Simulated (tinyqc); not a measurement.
Inside a calculation: carrier statistics of a doped semiconductor with parabolic bands. Values are carried at full precision from step to step, so a last printed digit may differ when a step is redone from the rounded ones.

Constants: kB = 8.617333262e-05 eV/K; hbar^2/2m0 = 3.80998211 eV angstrom^2.

Parameters, chosen for this exercise (near those of GaN; not measured data):
- Eg0 = 3.505 eV (gap at 0 K)
- al = 0.000923 eV/K (Varshni alpha)
- be = 814 K (Varshni beta)
- T = 300 K
- ml = 0.205 m0 (longitudinal electron mass)
- mt = 0.205 m0 (transverse electron mass)
- Mv = 1 (equivalent valleys)
- mhh = 1.42 m0 (heavy-hole mass)
- mlh = 0.292 m0 (light-hole mass)
- ND = 2.8e+16 1/cm^3 (donors)
- NA = 1.5e+16 1/cm^3 (acceptors)
- ED = 0.0216 eV (donor level below Ec)
- EA = 0.178 eV (acceptor level above Ev)

## Gap and thermal energy

Eg(T) = Eg0 - al T^2/(T + be) (Varshni).

Eg = 3.43043 eV
kT = 0.025852 eV

The gap has shrunk by 74.6 meV from 0 K and is 132.7 kT wide.

## Effective densities of states

m_de = Mv^(2/3) (ml mt^2)^(1/3); m_dh = (mhh^(3/2) + mlh^(3/2))^(2/3); N = 2 (m kB T/(4 pi c))^(3/2) with c = hbar^2/2m0, in 1/angstrom^3; times 1e24 for 1/cm^3.

m_de = 0.2050 m0
m_dh = 1.5070 m0
Nc = 2.3292e+18 1/cm^3
Nv = 4.6422e+19 1/cm^3

The light holes supply 8.5 % of Nv, and Nc/Nv = 0.0502.

## Intrinsic density and level

With Boltzmann statistics ni = sqrt(Nc Nv) exp(-Eg/2kT) and Ei = Eg/2 + (kT/2) ln(Nv/Nc), counted from Ev.

ni = 1.59e-10 1/cm^3
Ei = 1.7539 eV

Ei lies 38.7 meV above midgap, towards the band with the smaller density of states.

## Neutrality by bisection

Energies are counted from Ev, so Ec = Eg. n = Nc F_1/2((EF - Eg)/kT), p = Nv F_1/2(-EF/kT), ND+ = ND/(1 + 2 exp((EF - Eg + ED)/kT)), NA- = NA/(1 + 4 exp((EA - EF)/kT)); neutrality asks p + ND+ = n + NA-. F_j(eta) = (1/Gamma(j + 1)) integral_0^infinity x^j dx/(1 + exp(x - eta)), which tends to exp(eta) for eta << 0.

Start from the bracket [-0.2 eV, Eg + 0.2 eV]; at the midpoint EF take the sign of p + ND+ - n - NA-; where it is positive EF must rise. Fourteen steps are shown.

Bisection (eV, 1/cm^3):
```
step       low     high       EF         n         p       ND+       NA-  sign
1     -0.20000  3.63043  1.71522  3.57e-11  7.12e-10  2.80e+16  1.50e+16     +
2      1.71522  3.63043  2.67282  4.36e+05  5.82e-26  2.80e+16  1.50e+16     +
3      2.67282  3.63043  3.15163  4.83e+13  5.27e-34  2.80e+16  1.50e+16     +
4      3.15163  3.63043  3.39103  4.72e+17  5.01e-38  1.40e+16  1.50e+16     -
5      3.15163  3.39103  3.27133  4.94e+15  5.14e-36  2.77e+16  1.50e+16     +
6      3.27133  3.39103  3.33118  4.97e+16  5.07e-37  2.55e+16  1.50e+16     -
7      3.27133  3.33118  3.30125  1.57e+16  1.61e-36  2.72e+16  1.50e+16     -
8      3.27133  3.30125  3.28629  8.81e+15  2.88e-36  2.75e+16  1.50e+16     +
9      3.28629  3.30125  3.29377  1.18e+16  2.16e-36  2.74e+16  1.50e+16     +
10     3.29377  3.30125  3.29751  1.36e+16  1.87e-36  2.73e+16  1.50e+16     -
11     3.29377  3.29751  3.29564  1.26e+16  2.01e-36  2.73e+16  1.50e+16     -
12     3.29377  3.29564  3.29471  1.22e+16  2.08e-36  2.73e+16  1.50e+16     +
13     3.29471  3.29564  3.29517  1.24e+16  2.04e-36  2.73e+16  1.50e+16     -
14     3.29471  3.29517  3.29494  1.23e+16  2.06e-36  2.73e+16  1.50e+16     +
```

Each step halves the bracket, which is 0.468 meV wide at the last row.

## The neutral state

Solve the neutrality condition for EF to convergence.

EF = 3.2950 eV
n = 1.23e+16 1/cm^3
p = 2.06e-36 1/cm^3
ND+ = 2.73e+16 1/cm^3
NA- = 1.50e+16 1/cm^3

The material is n-type; 97.6 % of the donors are ionised. EF lies 5.24 kT inside the gap from the conduction edge, so Boltzmann statistics would serve; n p/(Nc Nv exp(-Eg/kT)) = 0.998.

## Checks

- F_1/2(1) by the trapezoid rule against adaptive quadrature: both 1.575641.
- Positive against negative charge at the solution (1/cm^3): both 2.73314e+16.

tinyqc: `OMP_NUM_THREADS=1 python tinyqc.py 1681341 1681342 out.jsonl`; about 0.01 s, one thread, shared Intel(R) Xeon(R) Processor @ 2.30GHz.
